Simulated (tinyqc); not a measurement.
p-n diode, drift-diffusion by the Gummel loop with Scharfetter-Gummel fluxes: current against voltage in the dark.

Abrupt junction at x = 0, p side from -Lp, n side to Ln, ohmic contacts. psi is counted from the intrinsic level; n = ni exp((psi - phin)/Vt), p = ni exp((phip - psi)/Vt). Contacts: p side psi = V - Vt ln(Na/ni), p = Na, n = ni^2/Na; n side psi = Vt ln(Nd/ni), n = Nd, p = ni^2/Nd. Constant mobilities, D = mu Vt, Boltzmann statistics, SRH recombination through a mid-gap level, U = (n p - ni^2)/(tp (n + ni) + tn (p + ni)). Current is positive from the p contact to the n contact.

ni = sqrt(Nc Nv) exp(-Eg/(2 Vt)), Eg in volts. Poisson and both continuity equations are solved self-consistently with Scharfetter-Gummel fluxes on a graded mesh of 500 nodes. J_scr is q times the integral of U between -xp and xn. Ideal diffusion current J_id = q ni^2 [Dn coth(wp/Le)/(Le Na) + Dp coth(wn/Lh)/(Lh Nd)] (exp(V/Vt) - 1), Le = sqrt(Dn tn), Lh = sqrt(Dp tp), wp = Lp - xp, wn = Ln - xn, with xp and xn from the depletion approximation (W = sqrt(2 eps0 eps_r (Vbi - V)(1/Na + 1/Nd)/q), xp = W Nd/(Na + Nd), xn = W Na/(Na + Nd), Vbi = Vt ln(Na Nd/ni^2)). Ideality factor = 0.004 V/(Vt ln[J(V + 0.004 V)/J(V)]). Here G = 0.

Values chosen for this exercise; band and dielectric values close to those of silicon:
- T = 300 K (temperature)
- Eg = 1.1 eV (band gap)
- eps_r = 11.8 (relative permittivity)
- Nc = 2.76e19 cm^-3 (conduction-band density of states at T)
- Nv = 2.63e19 cm^-3 (valence-band density of states at T)
- Na = 6.1e15 cm^-3 (acceptor density of the p side)
- Nd = 7.7e15 cm^-3 (donor density of the n side)
- mun = 1100 cm^2/(V s) (electron mobility)
- mup = 410 cm^2/(V s) (hole mobility)
- tn = 2e-7 s (SRH lifetime of electrons)
- tp = 2e-10 s (SRH lifetime of holes)
- Lp = 3.6 um (length of the p side)
- Ln = 0.94 um (length of the n side)
- G = 0 cm^-3 s^-1 (uniform generation rate)

Constants: q = 1.602176634e-19 C, kB = 1.380649e-23 J/K, Vt = kB T/q, eps0 = 8.8541878128e-14 F/cm where lengths are in cm. Results are converted to the units shown.

Current against voltage in the dark:
columns A: V (V); B: J (A/cm^2); C: ideality factor; D: J_scr/J (%); E: J_id (A/cm^2); F: share recombining at the contacts (%); G: larger minority/doping at -xp and xn
```
A           B     C     D        E     F        G
0.13  6.48e-6  1.34  95.8  2.72e-7  2.32  1.58e-9
0.19  3.34e-5  1.48  91.8  2.77e-6  4.55  1.60e-8
0.24  1.22e-4  1.49  84.5  1.91e-5  8.51  1.10e-7
0.29  4.62e-4  1.40  71.7  1.32e-4  15.3  7.56e-7
0.34  0.00195  1.28  54.0  9.09e-4  24.7  5.18e-6
0.4    0.0132  1.16  31.1  0.00922  36.8  5.19e-5
0.45   0.0714  1.13  15.1   0.0635  46.5  3.52e-4
0.5     0.390  1.15  4.91    0.437  60.2  0.00235
0.55     2.10  1.13  1.16     3.01  82.0   0.0150
```

What does the comparison show?

J rises from 6.48e-6 to 2.10 A/cm^2; the ideality factor moves up and down between 1.13 and 1.49. Recombination in the depleted layer carries over half of the current up to V = 0.34 V, where the factor is 1.28; it grows roughly as exp(V/2 Vt), so diffusion overtakes it. Where the factor is lowest (V = 0.45 V), J is 12 % above the ideal diffusion current.

Computed by the program tinyqc: `OMP_NUM_THREADS=1 python tinyqc.py 2240108 2240109 out.jsonl`, one thread of a shared Intel Xeon 2.30GHz, about 0.2 s for the whole run.
